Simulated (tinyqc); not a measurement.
# Phase-change memory cell, resistance drift and retention: effect of the operating temperature

The amorphous state follows Ra = R0 (t/t0)^nu exp[(q Ec/kB)(1/T - 1/(300 K))], with nu taken as independent of T. An intermediate level follows the logarithmic mixing rule ln R = (1 - fa) ln Rc + fa ln Ra with constant Rc. The time to lose the data by crystallisation is tr = tx exp[(q Ex/kB)(1/T - 1/Tx)]; 1 year = 3.15576e7 s. These are empirical laws.

T10 is the temperature at which tr is ten years.

Parameters, values chosen for the exercise; values of the order found in chalcogenide phase-change cells: resistance of the amorphous state at t0 and 300 K R0 = 1.5 Mohm; reference time t0 = 0.1 s; drift exponent nu = 0.041; activation energy of conduction Ec = 0.32 eV; activation energy of crystallisation Ex = 3.1 eV; temperature of a bake Tx = 448 K; time to crystallise in that bake tx = 97000 s; time of the read t = 3.15e7 s; resistance of the crystalline state Rc = 19 kohm.

Constants: q = 1.602176634e-19 C, kB = 1.380649e-23 J/K. Results are converted to the units shown.

The same in every row: T10 (K) = 407.01.

Results:
```
T (K)  Ra (Mohm)   Ra/Rc  tr (years)
298       3.6358  191.36   1.1001e15
313       2.0010  105.32   3.3802e12
328       1.1631  61.216   1.7630e10
343      0.70891  37.311    1.4562e8
358      0.45039  23.705    1.7978e6
388      0.20197  10.630      759.40
403      0.14144  7.4441      24.084
418      0.10162  5.3482     0.97847
```

Estimate the missing row, T = 373 K.

Computed row:
```
T (K)  Ra (Mohm)   Ra/Rc  tr (years)
373      0.29678  15.620       31605
```

With this row back in the table: As T goes from 298 to 418 K, Ra falls from 3.64 to 0.102 Mohm, tr falls from 1.10e15 to 0.978 years and T10 stays at 407 K. Retention changes by 15 decades and the read window by 1.6, in the ratio Ex/Ec. For T = 298 to 373 K tr is an extrapolation over many decades from the bake and only says that crystallisation is no limit. At T = 418 K the read comes after tr, so the amorphous state would already be lost.

Program tinyqc, `OMP_NUM_THREADS=1 python tinyqc.py 2880108 2880109 out.jsonl`; Intel Xeon 2.30GHz, shared host, one thread, about 0.01 s.
